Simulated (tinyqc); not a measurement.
Binding against carrier density: donor level screened by free carriers (Yukawa potential).

Screening wave number: Debye ks^2 = 4 pi q n/(eps kB T); Thomas-Fermi ks^2 = 6 pi q n/(eps EF) with EF = c (3 pi^2 n/gv)^(2/3)/m, c = hbar^2/2m0; the two are joined by 1/ks^2 = sqrt(1/ks_D^4 + 1/ks_TF^4). 1e18/cm^3 = 1e-6/angstrom^3, q = e^2/(4 pi eps0).

Potential -(q/(eps r)) exp(-ks r), q = e^2/(4 pi eps0). In units Ry* = Ry m/eps^2 and a* = a0 eps/m the problem is [-Laplacian - 2 exp(-x r)/r] psi = E psi with x = ks a*.

Converged values use 18 functions exp(-z r), z = 1.55^i, i = -11 to 6: S = 2/A^3, H = z_i z_j S - 2/(A + x)^2, A = z_i + z_j.

Constants: e^2/(4 pi eps0) = 14.39964547 eV angstrom; kB = 8.617333262e-05 eV/K; hbar^2/2m0 = 3.80998211 eV angstrom^2.

Values chosen for the exercise (near those of a donor in 4H SiC, with one mean mass; not measured data): m = 0.396 m0 (mass); eps = 9.7 (dielectric constant); gv = 3 (valleys); T = 77 K (temperature); nl = (0.0036, 0.012, 0.036, 0.12, 0.36, 1.2, 3.6) x 1e18/cm^3 (densities).

Ry* = 57.2628 meV
a* = 12.962 angstrom

x from the joined ks; converged 1s binding (dash: x above 1.17, at or past the limit 1.19 where the state unbinds).

Results:
```
n (1e18/cm^3)  EF/kB T  1/ks (angstrom)      x  binding (meV)  n^(1/3) a*
0.0036            0.02            314.3  0.041          52.68       0.020
0.012             0.03            172.2  0.075          49.11       0.030
0.036             0.07             99.5  0.130          43.69       0.043
0.12              0.16             54.6  0.237          34.33       0.064
0.36              0.34             31.8  0.407          22.26       0.092
1.2               0.75             18.2  0.712           7.82       0.138
3.6               1.57             12.0  1.084           0.36       0.199
```

The binding falls from 52.7 to 0.4 meV (bare value 57.3); it passes half the bare value between 0.12 and 0.36 x 1e18/cm^3. The level is still bound in the last row. x grows with exponent 0.50 in n at the start and 0.38 at the end (1/2 for Debye, 1/6 for Thomas-Fermi screening).

(tinyqc, `OMP_NUM_THREADS=1 python tinyqc.py 1282649 1282650 out.jsonl`, Intel(R) Xeon(R) Processor @ 2.30GHz, 1 thread, shared host, about 0.02 s.)
